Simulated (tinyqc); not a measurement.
The diagram with and without ligand: potential-pH (Pourbaix) lines of a metal, its cation, its oxide and an oxyanion, with a complexing ligand. Computed by tinyqc, a small Python program. Command: `OMP_NUM_THREADS=1 python tinyqc.py 3028098 3028099 out.jsonl pourb walk`. One thread of a shared host (Intel(R) Xeon(R) Processor @ 2.30GHz), about 0.01 s of CPU time with the checks.

Potentials are against the standard hydrogen electrode; solids and water have unit activity; dG_f of M, H+ and the electron is zero; F = e N_A and s = R T ln(10)/F. The cation carries z = 2.

Inputs (values chosen for the exercise, modelled on zinc):

| quantity | value | unit |
|---|---|---|
| dG_f of the cation | -144.2 | kJ/mol |
| dG_f of the oxide | -321.78 | kJ/mol |
| dG_f of the oxyanion | -394.15 | kJ/mol |
| dG_f of water | -237.14 | kJ/mol |
| temperature T | 298.15 | K |
| log10 of the dissolved activity a | -6 | - |
| log10 of the stability constant beta of ML | 4.6 | - |
| pKa of HL | 9.5 | - |
| total ligand c_L | 0.015 | mol/L |

Species: M, M2+, MO, MO2(2-).

Constants: R = 8.314462618 J/(mol K); e = 1.602176634e-19 C; N_A = 6.02214076e+23 1/mol.

Method. M2+ + 2e = M; MO + 2H+ + 2e = M + H2O; MO2(2-) + 4H+ + 2e = M + 2H2O. For each, E0 = -dG/(z F), and E = E0 + (s/z) log10 a - (s n_H/z) pH, with no activity term for the oxide. The free ligand is c_L/(1 + 10^(pKa - pH)) (ligand in excess); dissolved metal is a in all, so the free cation is a/alpha, alpha = 1 + beta [L]; the cation line drops by (s/z) log10 alpha.

E0 (V): cation -0.747264, oxide -0.438616, oxyanion 0.415244

s = 0.0591593 V

Lines against the metal (V); the species with the lowest line is stable above it:

| pH | cation | oxide | oxyanion | stable above | cation with ligand | stable above, ligand |
|---|---|---|---|---|---|---|
| 0 | -0.92474 | -0.4386 | 0.2378 | cation | -0.9247 | dissolved |
| 2 | -0.92474 | -0.5569 | 0.0011 | cation | -0.9247 | dissolved |
| 4 | -0.92474 | -0.6753 | -0.2355 | cation | -0.9248 | dissolved |
| 5 | -0.92474 | -0.7344 | -0.3538 | cation | -0.9250 | dissolved |
| 6 | -0.92474 | -0.7936 | -0.4721 | cation | -0.9270 | dissolved |
| 7 | -0.92474 | -0.8527 | -0.5905 | cation | -0.9383 | dissolved |
| 8 | -0.92474 | -0.9119 | -0.7088 | cation | -0.9628 | dissolved |
| 9 | -0.92474 | -0.9711 | -0.8271 | oxide | -0.9886 | dissolved |
| 10 | -0.92474 | -1.0302 | -0.9454 | oxide | -1.0034 | oxide |
| 12 | -0.92474 | -1.1485 | -1.1821 | oxyanion | -1.0068 | oxyanion |
| 14 | -0.92474 | -1.2668 | -1.4187 | oxyanion | -1.0069 | oxyanion |

What follows from these numbers?

Without ligand the oxide holds 2 of the eleven rows (pH 9 to 10), with it 1 (pH 10). The ligand acts once beta [L] exceeds 1, from pH = pKa - log10(beta c_L) = 6.7 on; its line then falls by at most s/z per pH unit and flattens beyond pKa, 0.082 V below the free cation at most. The oxide line falls faster, by s per pH unit, so the oxide takes over again at higher pH.

Extremes, crossings and ranges named in words are read from the listed rows.
